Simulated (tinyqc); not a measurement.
# Which input was changed?

Model: mobility of a non-polar semiconductor in the relaxation-time approximation. Computed by tinyqc, a small Python program. Command: `OMP_NUM_THREADS=1 python tinyqc.py 3015695 3015696 out.jsonl rta which`. One thread of a shared host (Intel(R) Xeon(R) Processor @ 2.30GHz), about 0.1 s of CPU time with the checks.

Each valley is treated as a sphere of mass m_d for states and rates, with one isotropic relaxation time; the conductivity mass m_c sets the current.

Inputs (values chosen for the exercise, modelled on holes in silicon):
```
quantity                                            value       unit
longitudinal mass m_l                               0.487        m_0
transverse mass m_t                                 0.487        m_0
equivalent valleys Z                                    1          -
static permittivity eps_s                            11.7          -
density rho                                          2329     kg/m^3
sound velocity v_l                                   9210        m/s
acoustic deformation potential D_A                    5.2         eV
phonon energy hbar w                                 64.2        meV
optical or intervalley deformation potential D_o       10  1e8 eV/cm
final valleys Z_f                                       1          -
carrier density n                                 3.2e+15     1/cm^3
compensation ratio C                                    0          -
temperature T                                         350          K
```

Band: parabolic. Impurity formula: Brooks-Herring. Further scattering: none.

Constants: k_B = 8.617333262e-05 eV/K; m_0 = 9.1093837015e-31 kg; e = 1.602176634e-19 C; hbar = 1.054571817e-34 J s; eps_0 = 8.8541878128e-12 F/m; k_B = 1.380649e-23 J/K; hbar = 6.582119569e-16 eV s.

Method:
- m_d = (m_l m_t^2)^(1/3); 1/m_c = (1/m_l + 2/m_t)/3; Hall mass factor A = 3 K_m (K_m + 2)/(2 K_m + 1)^2, K_m = m_l/m_t; N_I = n (1 + C)/(1 - C).
- Parabolic band: E = hbar^2 k^2/(2 m), speed v = hbar k/m, states per spin, volume and energy g(E) = m k/(2 pi^2 hbar^2). Here m = m_d. Masses are multiplied by m_0 and all formulas are in SI units.
- The reduced Fermi level eta = E_F/(k_B T) solves n = 2 Z int g f dE with f = 1/(1 + exp(x - eta)) (Z = 1 unless valleys are given); screening length L_s = sqrt(eps_s eps_0 k_B T/(e^2 dn/deta)), dn/deta = 2 Z int g f (1 - f) dE.
- Integrals over x = E/(k_B T) use 160 Gauss-Legendre points in u = sqrt(x) from 0 to sqrt(max(eta, 0) + 32).
- Phonon occupation N_q = 1/(exp(hbar w/(k_B T)) - 1).
- Acoustic deformation potential (elastic, equipartition, absorption and emission together): 1/tau = 2 pi k_B T D_A^2 g(E)/(hbar rho v_l^2).
- Optical or intervalley deformation potential: 1/tau = (pi Z_f D_o^2/(rho w)) [N_q g(E + hbar w) + (N_q + 1) g(E - hbar w)], with g = 0 below the band edge.
- Each optical term is multiplied by (1 - f(E'))/(1 - f(E)), E' the final energy, for Pauli blocking.
- Singly charged impurities, momentum relaxation: 1/tau = N_I e^4 m (1 + 2 alpha E) Phi/(8 pi (eps_s eps_0)^2 hbar^3 k^3), with alpha = 0 for a parabolic band.
- Brooks-Herring: Phi = ln(1 + b) - b/(1 + b), b = 4 k^2 L_s^2.
- mu = (m_d/m_c) (2 Z e/(3 n k_B T)) int g v^2 tau f (1 - f) dE.
- Averages over x are split at the emission threshold x_0 = hbar w/(k_B T): 64 Gauss-Legendre points in sqrt(x) below it and 128 in sqrt(x - x_0) above it, up to x = max(eta, 0) + 32.
- Rates are added at each energy before the average. With <y> = int g v^2 y f (1 - f) dE: Hall factor r_H = A (3 n k_B T/(2 Z m_d)) <tau^2/(1 + 2 alpha E)>/<tau>^2 (alpha = 0 for a parabolic band); Hall mobility r_H mu; |S| = (k_B/e) (<x tau>/<tau> - eta); resistivity 1/(n e mu).

Question. One of these inputs alone was changed, within the range given: longitudinal mass m_l (0.2435 to 0.974); static permittivity eps_s (5.85 to 23.4); phonon energy hbar w (32.1 to 128.4); optical or intervalley deformation potential D_o (5 to 20). Which one, and to what value?

Results:
```
run     resistivity (ohm cm)  acoustic mobility (cm^2/(V s))  ionised impurity mobility (cm^2/(V s))
before              2.168615                        2140.347                                140782.4
after               2.402582                        1925.860                                137408.6
```

Answer.

Each candidate set to reproduce resistivity, and what it then gives:
```
candidate                                                      range searched  value needed  acoustic mobility (cm^2/(V s))  ionised impurity mobility (cm^2/(V s))
longitudinal mass m_l (m_0)                                   0.2435 to 0.974        0.5540                          1925.9                              1.3741e+05
static permittivity eps_s                                        5.85 to 23.4  out of reach                               -                                       -
phonon energy hbar w (meV)                                      32.1 to 128.4         60.68                          2140.3                              1.4078e+05
optical or intervalley deformation potential D_o (1e8 eV/cm)          5 to 20         11.04                          2140.3                              1.4078e+05
```

Only longitudinal mass m_l fits every result: it went from 0.487 to 0.554 m_0. The next best candidate, optical or intervalley deformation potential D_o, misses one result by 11 %.
